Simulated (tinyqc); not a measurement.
# Random telegraph noise from one oxide trap in a small MOSFET: two studies

An acceptor-like trap exchanges electrons with the channel. Inversion charge Q = Cox u, u = n Vt W0(exp((Vg - VT)/(n Vt))), W0 the Lambert function, n = nf, Cox = eps0 eox/tox; linear regime Id = (W/L) mu Q Vd. Relative to threshold the surface potential rises by Vt ln(u/u0) and the oxide voltage by the rest of Vg - VT, with u0 = n Vt W0(1).

Values chosen for this exercise; values of the order met in silicon transistors: temperature T = 300 K; relative permittivity of the gate insulator (close to hafnium oxide) eox = 21.8; insulator thickness tox = 9.9 nm; depth of the trap from the channel interface xt = 1.1 nm; trap level above the channel Fermi level at threshold E0 = 0.21 eV; capture prefactor s0 = 5e-15 cm^2; capture barrier (lattice relaxation) EB = 0.27 eV; tunnelling decay length lt = 0.14 nm; thermal velocity vth = 1.5e7 cm/s; thickness of the inversion layer zi = 1.6 nm; threshold voltage VT = 0.31 V; body factor nf = 1.3; gate width W = 260 nm; gate length L = 67 nm; mobility mu = 140 cm^2/(V s); scattering coefficient of the charged trap asc = 0 V s; drain voltage Vd = 0.02 V; gate voltage Vg = 1.37 V.

Constants: q = 1.602176634e-19 C, kB = 1.380649e-23 J/K, Vt = kB T/q, eps0 = 8.8541878128e-14 F/cm where lengths are in cm. Results are converted to the units shown.

Each table varies one quantity; the others keep the values above.

## Time constants and noise against gate voltage

N = Cox u/q; dpsi = Vt ln(u/u0); E = E0 - dpsi - (xt/tox)(Vg - VT - dpsi); capture time tc = 1/[(N/zi) vth s0 exp(-xt/lt - EB/Vt)]; emission time te = tc exp(-E/Vt); occupancy te/(tc + te). A = W L; threshold step dV = q (1 - xt/tox)/(Cox A); gm/Id = 1/(u + n Vt); relative step dI/I = (gm/Id) dV + asc mu/A. fc = (1/tc + 1/te)/(2 pi); rms = (dI/I) sqrt(tc te)/(tc + te).

Time constants and noise against gate voltage:

| Vg (V) | E (eV) | tc (s) | te (s) | occupancy | dI/I (%) | fc (Hz) | rms dI/I (%) |
|---|---|---|---|---|---|---|---|
| 1.15 | 0.032700 | 2.1129e-5 | 5.9641e-6 | 0.22013 | 0.054466 | 34218 | 0.022567 |
| 1.21 | 0.024306 | 1.9599e-5 | 7.6545e-6 | 0.28086 | 0.050682 | 28913 | 0.022778 |
| 1.27 | 0.016028 | 1.8272e-5 | 9.8294e-6 | 0.34978 | 0.047381 | 24902 | 0.022596 |
| 1.33 | 0.0078525 | 1.7111e-5 | 1.2629e-5 | 0.42464 | 0.044477 | 21904 | 0.021984 |
| 1.39 | -2.3351e-4 | 1.6086e-5 | 1.6232e-5 | 0.50226 | 0.041902 | 19699 | 0.020951 |
| 1.45 | -0.0082395 | 1.5175e-5 | 2.0871e-5 | 0.57901 | 0.039605 | 18113 | 0.019554 |
| 1.51 | -0.016174 | 1.4361e-5 | 2.6846e-5 | 0.65150 | 0.037543 | 17011 | 0.017889 |
| 1.57 | -0.024044 | 1.3628e-5 | 3.4542e-5 | 0.71709 | 0.035682 | 16286 | 0.016072 |
| 1.63 | -0.031856 | 1.2965e-5 | 4.4457e-5 | 0.77421 | 0.033995 | 15855 | 0.014213 |

Read the table: what changes, and by how much?

tc falls from 2.11e-5 to 1.30e-5 s as the channel fills and te rises from 5.96e-6 to 4.45e-5 s; they are equal at Vg = 1.39 V, where E = 0. The rms noise goes from 0.0226 through a maximum of 0.0228 (at Vg = 1.21 V among the rows listed) to 0.0142 %. The slope -Vt d ln(tc/te)/dVg is 0.140 between the first two rows and 0.130 between the last two; it tends to xt/tox = 0.111 only when the surface potential stops moving.

## Effect of the capture barrier

Same model as above.

The same in every row: E (eV) = 0.002452; occupancy = 0.4763; dI/I (%) = 0.04273; rms dI/I (%) = 0.02134.

Effect of the capture barrier:

| EB (eV) | tc (s) | te (s) | fc (Hz) |
|---|---|---|---|
| 0.1 | 2.287e-8 | 2.080e-8 | 1.461e7 |
| 0.2 | 1.095e-6 | 9.955e-7 | 3.053e5 |
| 0.3 | 5.238e-5 | 4.764e-5 | 6379 |
| 0.4 | 0.002507 | 0.002280 | 133.3 |
| 0.5 | 0.1200 | 0.1091 | 2.785 |
| 0.6 | 5.741 | 5.221 | 0.05821 |
| 0.7 | 274.7 | 249.9 | 0.001216 |

What does the table show?

As EB goes from 0.1 to 0.7, tc rises from 2.29e-8 to 275 s, te rises from 2.08e-8 to 250 s and dI/I stays at 0.0427 %. The barrier scales both times alike and leaves the occupancy unchanged.

Range of the model: VT is taken as given; short-channel effects and the uneven flow of current among few electrons are left out.

Program tinyqc, `OMP_NUM_THREADS=1 python tinyqc.py 2710052 2710053 out.jsonl`; Intel Xeon 2.30GHz, shared host, one thread, about 0.01 s.
